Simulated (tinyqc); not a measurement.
Chemical-mechanical planarisation: Preston law, pattern density and step-height reduction: one step, computed by the program tinyqc.

A row of 12 cells, repeated periodically, holds raised features that cover a share rho of each cell.

Question. State at time t. While h > h_c only raised areas polish, at R0/rho_eff, until t_c = rho_eff (h0 - h_c)/R0. After that h = h_c exp(-(t - t_c)/tau), tau = rho_eff h_c/R0; low areas polish at R0 (1 - h/h_c) and raised areas at R0 [1 + (1 - rho_eff) h/(rho_eff h_c)]. Removed from raised areas after t_c: h0 - h_c + R0 (t - t_c) + (1 - rho_eff)(h_c - h); from low areas: R0 (t - t_c) - rho_eff (h_c - h). Film left = z0 less the removal from raised areas.

Inputs (values chosen for the exercise, close to those used for copper polishing):

| quantity | value | unit |
|---|---|---|
| initial step height h0 | 180 | nm |
| contact height h_c | 50 | nm |
| film above the raised areas z0 | 380 | nm |
| polish time t | 34 | s |

effective densities: 0.5506044  0.7119226  0.8253839  0.5371980  0.4251104  0.4999450  0.5626920  0.4250004  0.4495607  0.7004936  0.4124727  0.1996165

blanket rate R0 = 4.838890 nm/s

Give: Cells; range of film left across the row; largest remaining step; thinnest film left.

Answer.

Cells:

| cell | rho_eff | t_c (s) | step h (nm) | removed, raised (nm) | removed, low (nm) | film left on raised areas (nm) |
|---|---|---|---|---|---|---|
| 1 | 0.5506 | 14.79 | 1.71 | 244.6 | 66.4 | 135.4 |
| 2 | 0.7119 | 19.13 | 6.62 | 214.5 | 41.1 | 165.5 |
| 3 | 0.8254 | 22.17 | 12.50 | 193.8 | 26.3 | 186.2 |
| 4 | 0.5372 | 14.43 | 1.47 | 247.1 | 68.6 | 132.9 |
| 5 | 0.4251 | 11.42 | 0.29 | 267.8 | 88.1 | 112.2 |
| 6 | 0.4999 | 13.43 | 0.93 | 254.1 | 75.0 | 125.9 |
| 7 | 0.5627 | 15.12 | 1.94 | 242.4 | 64.3 | 137.6 |
| 8 | 0.4250 | 11.42 | 0.29 | 267.9 | 88.1 | 112.1 |
| 9 | 0.4496 | 12.08 | 0.45 | 263.4 | 83.8 | 116.6 |
| 10 | 0.7005 | 18.82 | 6.14 | 216.6 | 42.7 | 163.4 |
| 11 | 0.4125 | 11.08 | 0.23 | 270.1 | 90.4 | 109.9 |
| 12 | 0.1996 | 5.36 | 0.00 | 308.6 | 128.6 | 71.4 |

range of film left across the row = 114.8 nm

largest remaining step = 12.50 nm

thinnest film left = 71.41 nm

12 of 12 cells have reached contact. The cell with the lowest rho_eff has lost the most film from its raised areas.
